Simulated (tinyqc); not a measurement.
Regular and subregular solution with a miscibility gap: one step, computed by the program tinyqc.

Per mole of mixing sites: G(x) = x (1 - x) [L0 + L1 (1 - 2x)] + R T [x ln x + (1 - x) ln(1 - x)], x the fraction of B.

Question. Coherent spinodal. The spinodal is G'' = 0, R T_s(x) = x (1 - x) [2 L0 + 6 L1 (1 - 2x)]; the critical point is its maximum. If the lattice stays coherent, G'' gains 2 eta^2 Y V_m (eta = d ln a/dx, Y the biaxial modulus, E/(1 - nu) if isotropic), which is L0 replaced by L0 - eta^2 Y V_m (1 GPa cm^3/mol = 1 kJ/mol); the program reports 0 if the result is not positive.

Inputs (values chosen for the exercise, modelled on Ga(1-x)In(x)As): asymmetry L1 = 0 kJ/mol; coherency modulus Y = 184 GPa; molar volume V_m = 30.2 cm^3/mol.

eta = 0.06916574

L0 = 12.58783 kJ/mol

Give: eta^2 Y V_m; top of the coherent spinodal.

Answer.

eta^2 Y V_m = 26.583 kJ/mol

top of the coherent spinodal = 0 K

Coherency strain takes most or all of L0: decomposition then needs incoherent interfaces or a free surface.
